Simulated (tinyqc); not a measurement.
Undoped symmetric double-gate MOSFET, analytic potential model: two steps of the calculation.

An undoped body of thickness ts between two equal insulators and tied gates; long channel, electrons only, n = ni exp((psi - V)/Vt) with V the quasi-Fermi potential (0 at the source, Vd at the drain), constant mobility, no quantisation. Across the body psi(x) = V - 2 Vt ln[(ts/(2 beta)) sqrt(q ni/(2 eps0 eps_r Vt)) cos(2 beta x/ts)], x from the centre. Q is the electron charge per area of the whole body.

Values chosen for this exercise; material values close to those of silicon:
- T = 300 K (temperature)
- Eg = 1.13 eV (band gap)
- eps_r = 11.7 (relative permittivity of the semiconductor)
- Nc = 2.79e19 cm^-3 (conduction-band density of states at T)
- Nv = 2.63e19 cm^-3 (valence-band density of states at T)
- eox = 7.26 (relative permittivity of the gate insulator)
- tox = 2.6 nm (insulator thickness)
- ts = 10 nm (body thickness)
- dphi = 0.01 V (gate work function less that of the intrinsic body)

Constants: q = 1.602176634e-19 C, kB = 1.380649e-23 J/K, Vt = kB T/q, eps0 = 8.8541878128e-14 F/cm where lengths are in cm. Results are converted to the units shown.

Task 1. Constants of the body. ni = sqrt(Nc Nv) exp(-Eg/(2 Vt)), Eg in volts; r = eps_r tox/(eox ts); V0 = dphi + 2 Vt ln[(2/ts) sqrt(2 eps0 eps_r Vt/(q ni))].

Find: ni; r; V0.

Result 1.

ni = 8.734e9 cm^-3
r = 0.4190
V0 = 0.4972 V

Task 2. Potential and electron density across the body at the source. psi(x) as above with V = 0 and beta = beta_s; n = ni exp(psi/Vt).

| point | x/ts |
|---|---|
| 0 | 0 |
| 1 | 0.1 |
| 2 | 0.2 |
| 3 | 0.3 |
| 4 | 0.4 |
| 5 | 0.45 |
| 6 | 0.5 |

beta_s = 1.4692187
ni = 8.7336891e9 cm^-3

Give: psi; n.

Result 2.

| point | psi (V) | n (cm^-3) |
|---|---|---|
| 0 | 0.5071 | 2.887e18 |
| 1 | 0.5094 | 3.151e18 |
| 2 | 0.5166 | 4.168e18 |
| 3 | 0.5305 | 7.137e18 |
| 4 | 0.5564 | 1.945e19 |
| 5 | 0.5796 | 4.772e19 |
| 6 | 0.6254 | 2.807e20 |

The density at the surface is 97.3 times that at the centre (1/cos^2 beta). It reaches 10 Nc, where Boltzmann statistics overestimate it.

tinyqc, about 0.01 s, one thread, Intel Xeon 2.30GHz (shared host): `OMP_NUM_THREADS=1 python tinyqc.py 2440129 2440130 out.jsonl`
